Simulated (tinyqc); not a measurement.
Inside a calculation. Method: MP2 on RHF in the 6-31g basis, for H2, spin multiplicity 1. One step of it, computed by the program tinyqc.

Question. Iteration 8 (converged): orbitals. Diagonalise F' = X^T F X, C = X C', fill 1 alpha and 1 beta electrons from the bottom; D = 2 C_occ C_occ^T. Each column has its largest component positive (the first on a tie).

converged F (hartree):
```
           1H 1s      1H 2s      2H 1s      2H 2s
1H 1s   0.105365  -0.415232  -0.384428  -0.398773
1H 2s  -0.415232  -0.304206  -0.398773  -0.355009
2H 1s  -0.384428  -0.398773   0.105365  -0.415232
2H 2s  -0.398773  -0.355009  -0.415232  -0.304206
```

X:
```
               1          2          3         4
1H 1s  -0.702806   0.887499   0.682073  0.274064
1H 2s   1.618191  -0.697750   0.296235  0.348594
2H 1s   0.702806   0.887499  -0.682073  0.274064
2H 2s  -1.618191  -0.697750  -0.296235  0.348594
```

Give: F' = X^T F X; orbital energies; coefficients C; D after iteration 8.

Answer.

F' = X^T F X (hartree):
```
        1       2       3       4
1   0.825   0.000  -0.450   0.000
2   0.000   0.935   0.000  -0.007
3  -0.450   0.000   0.451   0.000
4   0.000  -0.007   0.000  -0.513
```

orbital energies (hartree): MO1 -0.513, MO2 0.151, MO3 0.935, MO4 1.126

coefficients C:
```
         MO1     MO2     MO3     MO4
1H 1s  0.279   0.177   0.886  -0.963
1H 2s  0.345   1.145  -0.700   1.181
2H 1s  0.279  -0.177   0.886   0.963
2H 2s  0.345  -1.145  -0.700  -1.181
```

D after iteration 8:
```
       1H 1s  1H 2s  2H 1s  2H 2s
1H 1s  0.155  0.192  0.155  0.192
1H 2s  0.192  0.238  0.192  0.238
2H 1s  0.155  0.192  0.155  0.192
2H 2s  0.192  0.238  0.192  0.238
```
